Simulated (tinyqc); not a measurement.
Plane-wave Kohn-Sham cycle with exchange-only LDA in a layered model solid, step by step. One step of it, computed by the program tinyqc.

Problem. Iteration 1: potential. V_H(G) = 4 pi rho(G)/G^2 for G != 0 (uniform background); v_x = -(3 rho/pi)^(1/3); V = V_ext + V_H + v_x; Fourier components f(G_m) = (1/N) sum_j f(x_j) exp(-i G_m x_j).

A solid whose potential varies along x alone (atomic units):

| parameter | value |
|---|---|
| period a | 11.600000 |
| cross-section of the cell | 13.000000 |
| electrons per cell | 2 |
| grid points | 16 |
| plane waves -n..n, n | 2 |
| k points | 4 |
| V1 in V1 cos(2 pi x/a) | -0.160000 |

density at the start, on the grid x_j = j a/N (e/bohr^3): 0.01326260  0.01326260  0.01326260  0.01326260  0.01326260  0.01326260  0.01326260  0.01326260  0.01326260  0.01326260  0.01326260  0.01326260  0.01326260  0.01326260  0.01326260  0.01326260

Give: Potentials on the grid; V(G_m), m = 0, 1, 2, ....

Solution.

Potentials on the grid (hartree):

| x | V_ext | V_H | v_x | V |
|---|---|---|---|---|
| 0.0000 | -0.1600 | 0.0000 | -0.2331 | -0.3931 |
| 0.7250 | -0.1478 | 0.0000 | -0.2331 | -0.3809 |
| 1.4500 | -0.1131 | 0.0000 | -0.2331 | -0.3462 |
| 2.1750 | -0.0612 | 0.0000 | -0.2331 | -0.2943 |
| 2.9000 | 0 | 0.0000 | -0.2331 | -0.2331 |
| 3.6250 | 0.0612 | 0.0000 | -0.2331 | -0.1719 |
| 4.3500 | 0.1131 | 0.0000 | -0.2331 | -0.1200 |
| 5.0750 | 0.1478 | 0.0000 | -0.2331 | -0.0853 |
| 5.8000 | 0.1600 | 0.0000 | -0.2331 | -0.0731 |
| 6.5250 | 0.1478 | 0.0000 | -0.2331 | -0.0853 |
| 7.2500 | 0.1131 | 0.0000 | -0.2331 | -0.1200 |
| 7.9750 | 0.0612 | 0.0000 | -0.2331 | -0.1719 |
| 8.7000 | 0 | 0.0000 | -0.2331 | -0.2331 |
| 9.4250 | -0.0612 | 0.0000 | -0.2331 | -0.2943 |
| 10.1500 | -0.1131 | 0.0000 | -0.2331 | -0.3462 |
| 10.8750 | -0.1478 | 0.0000 | -0.2331 | -0.3809 |

V(G_m), m = 0, 1, 2, ... (hartree): -0.2331  -0.0800  0.0000  0.0000  0.0000
